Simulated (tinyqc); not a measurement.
# From completion time back to metal thickness h

Model: growth of a silicide layer between metal and silicon: linear-parabolic kinetics, ramp anneals and Kissinger analysis. Computed by tinyqc, a small Python program. Command: `OMP_NUM_THREADS=1 python tinyqc.py 3007669 3007670 out.jsonl silicide inv`. One thread of a shared host (Intel(R) Xeon(R) Processor @ 2.30GHz), about 0.1 s of CPU time with the checks.

One compound layer of thickness x grows by diffusion through itself and reaction at an interface, dx/dt = 1/(2x/K + 1/v), until the metal is used up at x = a h.

Inputs (values chosen for the exercise, modelled on CoSi): silicide formed per metal thickness a = 2.02; prefactor of the parabolic constant K = 7.8e+12 nm^2/s; activation energy E of K = 1.82 eV; prefactor of the interface velocity v = 3.1e+14 nm/s; activation energy E_v = 2 eV; temperature T = 485 C; time t = 510 s.

Constants: k_B = 8.617333262e-05 eV/K.

Method:
- The silicide ends at the thickness a h.
- K = K0 exp(-E/(k_B T)), v = v0 exp(-E_v/(k_B T)).
- Temperatures in kelvin are T(C) + 273.15.
- x^2/K + x/v = t, so x = (K/(2v)) [sqrt(1 + 4 v^2 t/K) - 1], capped at a h; completion time t_c = (a h)^2/K + a h/v, a h being the final thickness; crossover thickness K/v.

Task: A run gave the result below. Find the metal thickness h, known to lie between 5.1 and 19 nm.

completion time = 65.33207 s

Result:

Each step takes the trial c = (a f_b - b f_a)/(f_b - f_a), f being the result less the target and a, b, c the logarithms of the listed values; c replaces end b, the old b replaces a if the sign of f changed, and otherwise f_a is halved.

Scan of the range:
```
metal thickness h (nm)  completion time (s)
5.10                                 17.722
6.35                                 27.273
7.91                                 42.070
9.84                                 64.796
12.30                               100.849
15.30                               155.563
19.00                               239.310
```

False position (Illinois rule, in the logarithm of the input) inside the bracket:
```
step    end a    end b    trial  completion time (s)
1      9.8400  12.3000  9.87269              65.2232
2     12.3000   9.8727  9.87932              65.3100
3     12.3000   9.8793  9.88200              65.3452
4      9.8793   9.8820  9.88100              65.3321
5      9.8820   9.8810  9.88100              65.3321
```

Completion time rises at every point of a 13-point scan of the range (every second point is shown), so one value fits; it is bracketed by 9.84 and 12.3. Answer: metal thickness h = 9.881 nm.
